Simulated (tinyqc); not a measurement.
# AlGaN/GaN HEMT with access regions, lumped model: several studies

A polarisation-induced electron sheet under a Schottky gate, in series with two ungated access regions and contacts. Drift law v = mu E/(1 + mu E/vs) under the gate. Currents in mA/mm, resistances in ohm mm. No self-heating, no channel-length modulation; fits for polarisation, barrier and offset are chosen for the exercise.

Parameters, values chosen for the exercise; values close to those of AlGaN/GaN structures:
- x = 0.35 (aluminium share of the barrier)
- d = 18 nm (barrier thickness)
- eps_r = 9.4 (relative permittivity of barrier and channel)
- mu = 1700 cm^2/(V s) (channel mobility)
- vs = 1.1e7 cm/s (saturation velocity)
- Lg = 1.5 um (gate length)
- Ls = 1 um (source access length)
- Ld = 12 um (drain access length)
- Rc = 0.35 ohm mm (resistance of each contact)
- ft = 0.38 (share of the drain-access electrons removed by traps)
- Vg = -1 V (gate voltage)
- Ec = 3.2 MV/cm (critical field)
- te = 0.49 um (depth over which the depleted charge spreads)
- tf = 50 nm (insulator under the field plate)
- ei = 3.9 (relative permittivity of that insulator)

Constants: q = 1.602176634e-19 C, eps0 = 8.8541878128e-14 F/cm where lengths are in cm. Results are converted to the units shown.

Each table varies one quantity; the others keep the values above.

## Effect of the barrier thickness

sigma = (5e13 x + 1.6e13 x^2) cm^-2, phiB = 0.84 + 1.3 x, dEc = 0.7 (1.71 x + x^2) in volts, Cb = eps0 eps_r/d, VT = phiB - dEc - q sigma/Cb, access density n0 = -Cb VT/q. Access resistance R(L, n) = L/(q mu n sqrt(1 - (I/(q n vs))^2)); Rs = Rc + R(Ls, n0), Rd = Rc + R(Ld, (1 - ft) n0). Vg' = Vg - I Rs, Vd' = Vd - I (Rs + Rd); with u = Vg' - VT, Vc = vs Lg/mu and w the smaller of Vd' and Vc [sqrt(1 + 2 u/Vc) - 1] (0 if negative), the channel gives (mu Cb/Lg)(u w - w^2/2)/(1 + w/Vc). I equals that channel current. Isat is I at Vd = 10 V, gm = dIsat/dVg, Ron the limit of Vd/I at small Vd.

Effect of the barrier thickness:
```
d (nm)  VT (V)  n0 (cm^-2)  Ron (ohm mm)  Isat (mA/mm)  gm (mS/mm)
8       -2.207    1.433e13         6.619         318.3       378.7
11      -3.330    1.573e13         5.952         626.3       361.2
14      -4.454    1.653e13         5.651         873.2       327.1
18      -5.953    1.718e13         5.435          1130       285.5
22      -7.451    1.759e13         5.309          1292       103.6
27      -9.324    1.794e13         5.210          1353       40.76
33      -11.57    1.822e13         5.134          1388       23.07
```

As d goes from 8 to 33 nm, Ron falls from 6.62 to 5.13 ohm mm, Isat rises from 318 to 1390 mA/mm and gm falls from 379 to 23.1 mS/mm. VT falls from -2.21 to -11.6 V. For d = 11 to 33 nm the power passes 5 W/mm, where self-heating, left out here, lowers the current. At d = 33 nm the barrier is thick and rich enough in aluminium to relax or crack. For d = 22 to 33 nm the gated channel is not yet saturated at 10 V, because the access regions take the voltage, and gm drops.

## Field plate: effect of the aluminium share of the barrier

Off state: a depleted stretch that holds the voltage V has the peak field sqrt(k V), k = 2 q n0/(eps0 eps_r te), so one edge holds V1 = Ec^2/k. The sheet under the plate pinches off at Vf = q n0 (1/Cb + tf/(eps0 ei)); beyond it the gate edge is screened. BV = V1 if Vf >= V1, else Vf + V1, and at most Ec Ld.

The same in every row: Ec Ld (V) = 3840.0.

Field plate: effect of the aluminium share of the barrier:
```
x     Vf (V)  V1 (V)  BV (V)
0.14  13.032  266.66  279.69
0.18  18.948  183.40  202.35
0.22  25.018  138.90  163.92
0.26  31.241  111.23  142.47
0.3   37.619  92.375  129.99
0.34  44.150  78.710  122.86
0.38  50.835  68.359  119.19
```

BV falls from 280 to 119 V. The plate helps (Vf < V1) in 7 of the 7 rows, and the access length caps BV in 0. More sheet charge lowers Ron but steepens the field, so V1 falls.

## Field plate: effect of the insulator under the field plate

Same model as above.

The same in every row: V1 (V) = 75.863; Ec Ld (V) = 3840.0.

Field plate: effect of the insulator under the field plate:
```
tf (nm)  Vf (V)  BV (V)
8.8      12.967  88.830
13       16.315  92.177
19       21.097  96.960
29       29.068  104.93
43       40.227  116.09
64       56.966  132.83
94       80.878  75.863
140      117.54  75.863
```

BV goes from 88.8 through a maximum of 133 (at tf = 64 nm among the rows listed) to 75.9 V. The plate helps (Vf < V1) in 6 of the 8 rows, and the access length caps BV in 0. The best thickness makes Vf just under V1, tf = 87.7 nm, where both edges reach Ec together and BV nears 2 V1.

tinyqc, about 0.01 s, one thread, Intel Xeon 2.30GHz (shared host): `OMP_NUM_THREADS=1 python tinyqc.py 2570025 2570026 out.jsonl`
